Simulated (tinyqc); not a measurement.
Worked calculation: plane-wave Kohn-Sham cycle with exchange-only LDA in a layered model solid. One step of it, computed by the program tinyqc.

Question. Iteration 1: Hamiltonian at one k. H(m,m') = (k + G_m)^2/2 delta + V(G_m - G_m'), with V(-G) = V(G).

A solid whose potential varies along x alone (atomic units):

| parameter | value |
|---|---|
| period a | 13.000000 |
| cross-section of the cell | 33.000000 |
| electrons per cell | 4 |
| grid points | 16 |
| plane waves -n..n, n | 3 |
| k points | 3 |
| V1 in V1 cos(2 pi x/a) | -0.190000 |
| V2 in V2 cos(4 pi x/a) | 0.150000 |

V(G_m), m = 0, 1, 2, ... (hartree): -0.207264  -0.095000  0.075000  0.000000  0.000000  0.000000  0.000000

k = 0.000000 2 pi / a

Give: H.

Answer.

H (hartree), lower triangle:
```
         -3       -2       -1       +0       +1       +2      +3
-3   0.8439
-2  -0.0950   0.2599
-1   0.0750  -0.0950  -0.0905
+0   0.0000   0.0750  -0.0950  -0.2073
+1   0.0000   0.0000   0.0750  -0.0950  -0.0905
+2   0.0000   0.0000   0.0000   0.0750  -0.0950   0.2599
+3   0.0000   0.0000   0.0000   0.0000   0.0750  -0.0950  0.8439
```
